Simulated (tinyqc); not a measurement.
Inside a calculation. Method: RKS/LDA (PW92) in the 6-31g basis, for H2, spin multiplicity 1. Computed by tinyqc, a small Python program that keeps every step (integrals from PySCF). Settings: charge = 0, multiplicity = 1, basis = 6-31g, energy threshold = 1e-09, iteration cap = 62, orthogonalisation = symmetric, start = core, DIIS depth = 0, shift = 0.5, method = RKS, functional = lda,pw, grid = [40, 86]. Command: `OMP_NUM_THREADS=1 python tinyqc.py 31645 31646 out.jsonl` (the two numbers bound the seeds that draw the settings). One thread of a shared host (Intel(R) Xeon(R) Processor @ 2.60GHz), about 0.2 s of CPU time with the checks. Later iterations appear only in the table of the cycle.

## One-electron integrals

Geometry (angstrom):
```
atom       x       y       z
H     0.0000  0.0000  0.0000
H     0.0000  0.0000  1.2870
```

Basis 6-31g: exponents (1/bohr^2) and contraction coefficients of normalised primitives:
```
element  l (shell)  exponent  coefficient
H            s (1)   18.7311       0.0335
H            s (1)    2.8254       0.2347
H            s (1)    0.6401       0.8138
H            s (2)    0.1613       1.0000
```

Overlap, kinetic and nuclear-attraction integrals over the contracted functions; the nuclear repulsion is the sum of Za Zb / Rab.

nuclear repulsion = 0.411171 hartree

overlap S, lower triangle:
```
        1H 1s   1H 2s   2H 1s   2H 2s
1H 1s  1.0000
1H 2s  0.6583  1.0000
2H 1s  0.1120  0.3027  1.0000
2H 2s  0.3027  0.6207  0.6583  1.0000
```

kinetic energy T (hartree), lower triangle:
```
         1H 1s   1H 2s   2H 1s   2H 2s
1H 1s   1.3957
1H 2s   0.2597  0.2419
2H 1s  -0.0459  0.0573  1.3957
2H 2s   0.0573  0.1024  0.2597  0.2419
```

nuclear attraction V (hartree), lower triangle:
```
         1H 1s    1H 2s    2H 1s    2H 2s
1H 1s  -2.0644
1H 2s  -1.0125  -1.0311
2H 1s  -0.1834  -0.4708  -2.0644
2H 2s  -0.4708  -0.6852  -1.0125  -1.0311
```

core Hamiltonian H = T + V (hartree), lower triangle:
```
         1H 1s    1H 2s    2H 1s    2H 2s
1H 1s  -0.6687
1H 2s  -0.7527  -0.7892
2H 1s  -0.2293  -0.4134  -0.6687
2H 2s  -0.4134  -0.5828  -0.7527  -0.7892
```

## Two-electron integrals

Functions are numbered as in S; the eight-fold symmetry (ij|kl) = (ji|kl) = (kl|ij) leaves the list below.

Two-electron integrals (ij|kl) in chemists' order, unique and non-zero (hartree):
```
(11|11) 1.0766   (21|11) 0.5785   (21|21) 0.3294   (22|11) 0.5874
(22|21) 0.3613   (22|22) 0.4532   (31|11) 0.0804   (31|21) 0.0482
(31|22) 0.0570   (31|31) 0.0114   (32|11) 0.1472   (32|21) 0.0939
(32|22) 0.1260   (32|31) 0.0250   (32|32) 0.0687   (33|11) 0.4100
(33|21) 0.2677   (33|22) 0.3808   (33|31) 0.0804   (33|32) 0.2544
(33|33) 1.0766   (41|11) 0.2544   (41|21) 0.1464   (41|22) 0.1632
(41|31) 0.0250   (41|32) 0.0503   (41|33) 0.1472   (41|41) 0.0687
(42|11) 0.3211   (42|21) 0.2005   (42|22) 0.2604   (42|31) 0.0398
(42|32) 0.0982   (42|33) 0.3211   (42|41) 0.0982   (42|42) 0.1746
(43|11) 0.2677   (43|21) 0.1738   (43|22) 0.2450   (43|31) 0.0482
(43|32) 0.1464   (43|33) 0.5785   (43|41) 0.0939   (43|42) 0.2005
(43|43) 0.3294   (44|11) 0.3808   (44|21) 0.2450   (44|22) 0.3424
(44|31) 0.0570   (44|32) 0.1632   (44|33) 0.5874   (44|41) 0.1260
(44|42) 0.2604   (44|43) 0.3613   (44|44) 0.4532
```

## Orthogonalisation

S = U s U^T; symmetric (Loewdin) form X = U s^(-1/2) U^T, so that X^T S X = 1.

eigenvalues of S: 0.1965  0.3722  1.0709  2.3604

X, lower triangle:
```
         1H 1s    1H 2s    2H 1s   2H 2s
1H 1s   1.2537
1H 2s  -0.5011   1.5024
2H 1s   0.0177   0.0234   1.2537
2H 2s   0.0234  -0.4839  -0.5011  1.5024
```

## Starting guess

The start is the orbitals of the core Hamiltonian; D = 2 C_occ C_occ^T.

D at the start, lower triangle:
```
        1H 1s   1H 2s   2H 1s   2H 2s
1H 1s  0.2312
1H 2s  0.2161  0.2021
2H 1s  0.2312  0.2161  0.2312
2H 2s  0.2161  0.2021  0.2161  0.2021
```

## Iteration 1: exchange-correlation on the grid

Becke grid with 40 radial and 86 angular points per atom, points of zero weight dropped. rho = sum D_ij phi_i phi_j; V_xc,ij = sum w v_xc phi_i phi_j; v_xc is d(rho eps)/d rho.

The 8 grid points with the largest w rho, of 6856 (bohr, atomic units):
```
x              y       z       w     rho   eps_xc     v_xc
-0.4337   0.0000  1.0746  0.0221  0.0717  -0.3577  -0.4671
0.4337    0.0000  1.0746  0.0221  0.0717  -0.3577  -0.4671
0.0000   -0.4337  1.0746  0.0221  0.0717  -0.3577  -0.4671
0.0000    0.4337  1.0746  0.0221  0.0717  -0.3577  -0.4671
0.4337    0.0000  1.3575  0.0221  0.0717  -0.3577  -0.4671
-0.4337   0.0000  1.3575  0.0221  0.0717  -0.3577  -0.4671
0.0000    0.4337  1.3575  0.0221  0.0717  -0.3577  -0.4671
0.0000   -0.4337  1.3575  0.0221  0.0717  -0.3577  -0.4671
```

electrons on the grid, sum of w rho = 2.0000

E_xc = sum of w rho eps_xc = -0.584938 hartree

V_xc (hartree), lower triangle:
```
         1H 1s    1H 2s    2H 1s    2H 2s
1H 1s  -0.4778
1H 2s  -0.2626  -0.2733
2H 1s  -0.0499  -0.1242  -0.4778
2H 2s  -0.1242  -0.1842  -0.2626  -0.2733
```

## Iteration 1: building the Kohn-Sham matrix

J_ij = sum D_kl (ij|kl); F = H + J + V_xc; E = tr D H + tr D J / 2 + E_xc + E_nn.

Coulomb J (hartree), lower triangle:
```
        1H 1s   1H 2s   2H 1s   2H 2s
1H 1s  1.2457
1H 2s  0.7429  0.9033
2H 1s  0.1449  0.3579  1.2457
2H 2s  0.3579  0.6009  0.7429  0.9033
```

Kohn-Sham matrix F (hartree), lower triangle:
```
         1H 1s    1H 2s    2H 1s    2H 2s
1H 1s   0.0991
1H 2s  -0.2725  -0.1593
2H 1s  -0.1343  -0.1798   0.0991
2H 2s  -0.1798  -0.1661  -0.2725  -0.1593
```

total energy of this density = -1.050493 hartree

## Iteration 1: diagonalisation and new density

A level shift of 0.5 hartree raises the virtual space: F + shift (S - S D(s) S), with D(s) the density of one spin (D/2). Diagonalise F' = X^T F X, C = X C', fill 1 alpha and 1 beta electrons from the bottom; D = 2 C_occ C_occ^T. Each column has its largest component positive (the first on a tie).

F' = X^T F X (hartree), lower triangle:
```
         1        2        3       4
1   0.8395
2  -0.5844   0.5484
3  -0.1392  -0.1728   0.8395
4  -0.1728  -0.2360  -0.5844  0.5484
```

orbital energies (hartree): MO1 -0.2753, MO2 0.4587, MO3 1.2880, MO4 1.3045

coefficients C:
```
          MO1      MO2      MO3      MO4
1H 1s  0.2844   0.2516   0.9173  -0.9155
1H 2s  0.3619   0.8712  -0.7084   1.1624
2H 1s  0.2844  -0.2516   0.9173   0.9155
2H 2s  0.3619  -0.8712  -0.7084  -1.1624
```

D after iteration 1, lower triangle:
```
        1H 1s   1H 2s   2H 1s   2H 2s
1H 1s  0.1618
1H 2s  0.2059  0.2619
2H 1s  0.1618  0.2059  0.1618
2H 2s  0.2059  0.2619  0.2059  0.2619
```

## Iteration 2: exchange-correlation on the grid

As before.

The 8 grid points with the largest w rho, of 6856 (bohr, atomic units):
```
x              y       z       w     rho   eps_xc     v_xc
0.2515    0.9237  0.9237  0.0375  0.0407  -0.3009  -0.3924
-0.2515   0.9237  0.9237  0.0375  0.0407  -0.3009  -0.3924
-0.9237   0.2515  1.5084  0.0375  0.0407  -0.3009  -0.3924
-0.2515   0.9237  1.5084  0.0375  0.0407  -0.3009  -0.3924
-0.9237  -0.2515  1.5084  0.0375  0.0407  -0.3009  -0.3924
-0.2515  -0.9237  0.9237  0.0375  0.0407  -0.3009  -0.3924
0.2515   -0.9237  1.5084  0.0375  0.0407  -0.3009  -0.3924
0.2515   -0.9237  0.9237  0.0375  0.0407  -0.3009  -0.3924
```

electrons on the grid, sum of w rho = 2.0000

E_xc = sum of w rho eps_xc = -0.552038 hartree

V_xc (hartree), lower triangle:
```
         1H 1s    1H 2s    2H 1s    2H 2s
1H 1s  -0.4621
1H 2s  -0.2579  -0.2758
2H 1s  -0.0490  -0.1223  -0.4621
2H 2s  -0.1223  -0.1856  -0.2579  -0.2758
```

## Iteration 2: building the Kohn-Sham matrix

As before.

Coulomb J (hartree), lower triangle:
```
        1H 1s   1H 2s   2H 1s   2H 2s
1H 1s  1.2020
1H 2s  0.7224  0.8885
2H 1s  0.1407  0.3482  1.2020
2H 2s  0.3482  0.5906  0.7224  0.8885
```

Kohn-Sham matrix F (hartree), lower triangle:
```
         1H 1s    1H 2s    2H 1s    2H 2s
1H 1s   0.0712
1H 2s  -0.2882  -0.1765
2H 1s  -0.1376  -0.1875   0.0712
2H 2s  -0.1875  -0.1778  -0.2882  -0.1765
```

total energy of this density = -1.064984 hartree

## Iteration 2: diagonalisation and new density

As before.

F' = X^T F X (hartree), lower triangle:
```
         1        2        3       4
1   0.8258
2  -0.5829   0.5202
3  -0.1241  -0.1712   0.8258
4  -0.1712  -0.2521  -0.5829  0.5202
```

orbital energies (hartree): MO1 -0.2998, MO2 0.4400, MO3 1.2695, MO4 1.2823

coefficients C:
```
          MO1      MO2      MO3      MO4
1H 1s  0.2710   0.2604   0.9213  -0.9130
1H 2s  0.3722   0.8599  -0.7030   1.1708
2H 1s  0.2710  -0.2604   0.9213   0.9130
2H 2s  0.3722  -0.8599  -0.7030  -1.1708
```

D after iteration 2, lower triangle:
```
        1H 1s   1H 2s   2H 1s   2H 2s
1H 1s  0.1469
1H 2s  0.2017  0.2770
2H 1s  0.1469  0.2017  0.1469
2H 2s  0.2017  0.2770  0.2017  0.2770
```

## Iteration 8 (converged): orbitals

converged F (hartree), lower triangle:
```
         1H 1s    1H 2s    2H 1s    2H 2s
1H 1s   0.0626
1H 2s  -0.2931  -0.1819
2H 1s  -0.1387  -0.1900   0.0626
2H 2s  -0.1900  -0.1815  -0.2931  -0.1819
```

Diagonalise F' = X^T F X, C = X C', fill 1 alpha and 1 beta electrons from the bottom; D = 2 C_occ C_occ^T. Each column has its largest component positive (the first on a tie).

F' = X^T F X (hartree), lower triangle:
```
         1        2        3       4
1   0.4110
2  -0.4623   0.1721
3  -0.0301  -0.0505   0.4110
4  -0.0505  -0.0965  -0.4623  0.1721
```

orbital energies (hartree): MO1 -0.3068, MO2 -0.0658, MO3 0.7633, MO4 0.7756

coefficients C:
```
          MO1      MO2      MO3      MO4
1H 1s  0.2667   0.2632   0.9226  -0.9122
1H 2s  0.3755   0.8564  -0.7013   1.1734
2H 1s  0.2667  -0.2632   0.9226   0.9122
2H 2s  0.3755  -0.8564  -0.7013  -1.1734
```

D after iteration 8, lower triangle:
```
        1H 1s   1H 2s   2H 1s   2H 2s
1H 1s  0.1422
1H 2s  0.2003  0.2819
2H 1s  0.1422  0.2003  0.1422
2H 2s  0.2003  0.2819  0.2003  0.2819
```

## Convergence

Stop when the energy changes by less than 1e-09 hartree and every element of the error matrix X^T (F D S - S D F) X is below 9e-06.

Course of the cycle:
```
iteration  E (hartree)     change  largest element of the error matrix
1            -1.050493          -                             9.54e-02
2            -1.064984  -1.45e-02                             2.29e-02
3            -1.065817  -8.34e-04                             5.56e-03
4            -1.065866  -4.89e-05                             1.35e-03
5            -1.065869  -2.88e-06                             3.28e-04
6            -1.065869  -1.70e-07                             7.96e-05
7            -1.065869  -1.00e-08                             1.93e-05
8            -1.065869  -5.93e-10                             4.70e-06
```

PySCF RKS in the same basis, fine grid = -1.065880 hartree

Converged in 8 iterations. The coarse grid moves the energy by +1.03e-05 hartree.

## Populations, bond orders and dipole

Mulliken: Z minus the diagonal of D S on the atom; Loewdin: the same with S^(1/2) D S^(1/2); Mayer order: 2 sum_s sum (D(s) S)_ij (D(s) S)_ji over the two atoms.

Charges (e):
```
atom  Mulliken  Loewdin
1H           0   0.0000
2H           0        0
```

Mayer bond orders:
```
pair   order
2-1   1.0000
```

dipole moment about the origin, x y z (debye): 0.0000  0.0000  0.0000
